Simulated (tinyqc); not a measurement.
# Changing the layer thickness h

Model: elastic strain and critical thickness of a cubic alloy layer A(1-x)B(x) on a thick substrate. Computed by tinyqc, a small Python program. Command: `OMP_NUM_THREADS=1 python tinyqc.py 3031937 3031938 out.jsonl misfit sweep`. One thread of a shared host (Intel(R) Xeon(R) Processor @ 2.30GHz), about 0.04 s of CPU time with the checks.

Strain is positive in tension. The layer is coherent with the substrate unless said otherwise.

Inputs (values chosen for the exercise, modelled on Ge(1-x)Si(x) on Ge):
```
quantity,value,unit
fraction x of B,0.31,-
lattice constant a_A,5.658,angstrom
lattice constant a_B,5.431,angstrom
substrate lattice constant a_S,5.658,angstrom
start of the iteration h0/b,1000,-
```

Growth plane: (001). Layer: buried under a thick cap. Misfit dislocation: 60-degree.

C11, C12, C44 of A (GPa): [126.7, 48.27, 66.33]

C11, C12, C44 of B (GPa): [167, 65.17, 80.98]

Method:
- a = (1 - x) a_A + x a_B, the same rule for each C_ij; misfit f = (a_S - a)/a, the in-plane strain of the coherent layer.
- (001): D = 2 C12/C11, M = C11 + C12 - 2 C12^2/C11. The free surface carries no normal stress, so e_perp = -D f; dV/V = 2 f + e_perp; stress = M f; energy per area = M f^2 h (1 GPa nm = 1 J/m^2).
- Voigt averages: G = (C11 - C12 + 3 C44)/5, B = (C11 + 2 C12)/3, nu = (3 B - 2 G)/(2 (3 B + G)); b = a/sqrt(2). The 60-degree dislocation has cos alpha = 1/2, and cos lambda = 1/2 on (001).
- Matthews-Blakeslee: h_c = A [ln(h_c/b) + 1], A = b (1 - nu cos^2 alpha)/(4 pi |f| (1 + nu) cos lambda), the factor 4 pi being that of a buried layer, with a dislocation at both interfaces.
- Start at h0, put the right side back in, and stop when the change is below 1e-9 h or h turns negative.
- For h > h_c the same force balance gives the strain left, |e| = |f| A [ln(h/b) + 1]/h, and below h_c e = f; relaxation = 1 - e/f; dislocations per length across each line direction = (|f| - |e|)/(b cos lambda).

One run for each value:
```
layer thickness h (nm),strain left e,relaxation (%),dislocation line density (1/micrometre),strain energy per area (J/m^2)
2,0.01259,0.00,0.00,4.808e-02
4.3,0.01259,0.00,0.00,1.034e-01
9.3,0.01259,0.00,0.00,2.236e-01
20,0.01216,3.46,2.21,4.808e-01
43,0.00653,48.12,30.68,1.034e+00
93,0.00343,72.76,46.38,2.236e+00
200,0.00178,85.83,54.72,4.808e+00
430,0.00092,92.71,59.10,1.034e+01
930,0.00047,96.31,61.39,2.236e+01
2000,0.00024,98.13,62.56,4.808e+01
```

Over the rows, strain left e falls from 0.0126 to 2.35e-4, flat over part of the range; relaxation (%) rises from 0 to 98.1, flat over part of the range; dislocation line density (1/micrometre) rises from 0 to 62.6, flat over part of the range. At the low end the exponent of strain left e is 0.00, close to 0: the layer is still coherent. The exponent of strain energy per area stays at 1: the energy density is uniform. Relaxation sets in between 9.30 and 20.0 nm, and reaches 98.1 % at the largest thickness. The energy column is that of the coherent layer. Real layers relax later, as dislocations must nucleate and glide.

Extremes, crossings and ranges named in words are read from the listed rows.
